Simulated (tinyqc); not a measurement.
Rectangular fin or nanosheet with a gate all round, subbands and threshold shift from confinement: two steps of the calculation.

Undoped body with a flat potential across it, hard walls, transport along x. Three valley pairs (g = 2 each) with the longitudinal mass along x, y or z. Non-parabolicity enters the subband edges through E (1 + al E) = gamma, so E = 2 gamma/(1 + sqrt(1 + 4 al gamma)); motion within a subband is taken as parabolic with the band-edge mass. Energies are counted from the bulk band edge.

Inputs (values chosen for the exercise); masses close to those of silicon: temperature T = 300 K; longitudinal mass ml = 0.911 m0; transverse mass mt = 0.189 m0; non-parabolicity al = 0.5 1/eV; width (along y) t = 5.2 nm; widening of the box by penetration into the insulator dl = 0 nm; height (along z) H = 7.8 nm.

Constants: q = 1.602176634e-19 C, kB = 1.380649e-23 J/K, hbar = 1.054571817e-34 J s, m0 = 9.1093837015e-31 kg, Vt = kB T/q, hbar^2/(2 m0) = 0.0380998212 eV nm^2. Results are converted to the units shown.

Question 1. Lowest subbands. gamma = C pi^2 [a^2/(my (t + dl)^2) + b^2/(mz (H + dl)^2)], C = hbar^2/(2 m0). List the 6 lowest, labelled by valley axis and quantum numbers, with degeneracy g and N_k: N_k = g sqrt(2 mx m0 kB T/(pi hbar^2)).

Wanted: E_k; g; N_k.

Answer 1.

```
subband  E_k (eV)  g  N_k (cm^-1)
y1,1     0.046869  2     4.0408e6
z1,1     0.077370  2     4.0408e6
y2,1     0.089736  2     4.0408e6
z1,2     0.096099  2     4.0408e6
x1,1      0.10116  2     8.8716e6
z1,3      0.12662  2     4.0408e6
```

Question 2. Threshold shift. Each subband has N_k = g sqrt(2 mx m0 kB T/(pi hbar^2)); without degeneracy n = exp(EF/Vt) sum N_k exp(-E_k/Vt). Classical value Nc times t H, Nc = sum over valleys of 2 g (m m0 kB T/(2 pi hbar^2))^1.5 with m = (mx my mz)^(1/3). Threshold shift dVT = Vt ln(classical value/sum N_k exp(-E_k/Vt)). Use the subbands listed.

```
subband     E_k (eV)  N_k (cm^-1)
y1,1     0.046868501  4.0408392e6
z1,1     0.077370419  4.0408392e6
y2,1     0.089735670  4.0408392e6
z1,2     0.096099339  4.0408392e6
x1,1      0.10116380  8.8715571e6
z1,3      0.12662253  4.0408392e6
```

Find: shares; sum N_k exp(-E_k/Vt); Nc; classical value; dVT.

Answer 2.

shares, subband y1,1 to z1,3 (%): 50.988  15.670  9.713  7.593  13.705  2.332
sum N_k exp(-E_k/Vt) = 1.2931e6 cm^-1
Nc = 2.7161e19 cm^-3
classical value = 1.1016e7 cm^-1
dVT = 55.383 mV

Numbers from tinyqc (`OMP_NUM_THREADS=1 python tinyqc.py 2350137 2350138 out.jsonl`; about 0.3 s on one thread of a shared Intel Xeon 2.30GHz).
